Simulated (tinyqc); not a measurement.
Dielectric confinement in a thin film (image charges): one step. Self-energy across the film. Two cases, with inputs chosen for the exercise.

Problem. S at 2z/t = 0, 0.2, 0.4, 0.6, 0.8 and 0.9, summed to n = 399.

A film |z| < t/2 of dielectric constant eps between half-spaces of dielectric constant e2; lam = (eps - e2)/(eps + e2), q = e^2/(4 pi eps0). The self-energy of a band edge is taken with the high-frequency value, e2 = eh, and the field of a fixed ion with the static one, e2 = eo. A charge at z has images lam^|n| at n t + (-1)^n z. Its self-energy is S(z) = (q/2 eps) sum over n >= 1 of lam^n [1/(n t - 2z) + 1/(n t + 2z)] for odd n and 2 lam^n/(n t) for even n; at the centre S(0) = -(q/(eps t)) ln(1 - lam).

Constants: e^2/(4 pi eps0) = 14.39964547 eV angstrom.

Give: Self-energy.

Case 1.

Values chosen (out of a larger set: near those of an InGaAs film between layers of SiO2; not measured data):
- t = 78 angstrom (film thickness)
- eps = 12.9 (dielectric constant of the film)
- eh = 2.1 (high-frequency dielectric constant outside)

Solution.

Self-energy:
```
2z/t  z (angstrom)  S (meV)
0.0            0.0    18.22
0.2            7.8    18.66
0.4           15.6    20.22
0.6           23.4    24.10
0.8           31.2    36.69
0.9           35.1    62.34
```

Case 2.

Values chosen (out of a larger set: near those of a Ge film in vacuum; not measured data):
- t = 36 angstrom (film thickness)
- eps = 16 (dielectric constant of the film)
- eh = 1 (high-frequency dielectric constant outside)

Solution.

Self-energy:
```
2z/t  z (angstrom)  S (meV)
0.0            0.0    53.50
0.2            3.6    54.45
0.4            7.2    57.83
0.6           10.8    66.20
0.8           14.4    93.26
0.9           16.2   148.24
```

Towards the wall S diverges as (q lam/4 eps)/(distance), an artefact of the abrupt interface that the vanishing envelope makes harmless.

Computed by tinyqc, one run a case: `OMP_NUM_THREADS=1 python tinyqc.py N N+1 out.jsonl` with N = 1281420, 1281426; one thread of a shared Intel(R) Xeon(R) Processor @ 2.30GHz, about 0.1 s a run at most.
